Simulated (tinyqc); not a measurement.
## Ballast resistance and gain from the on-state line

Inverse problem. At high current V = BV (1 + be)^(-1/n) + I Ro. Find Ro, the intercept and be.

Values chosen for this exercise: junction breakdown voltage BV = 8.2 V; exponent of the multiplication n = 2.6.

V at I = 2 and 4 mA/um (V): [4.9180985, 5.2380985]

Solution. The slope is Ro; the intercept over BV is (1 + be)^(-1/n).

Ro = 160.0 ohm um
intercept = 4.598 V
be = 3.500

Computed by the program tinyqc: `OMP_NUM_THREADS=1 python tinyqc.py 2670042 2670043 out.jsonl`, one thread of a shared Intel Xeon 2.30GHz, about 0.01 s for the whole run.
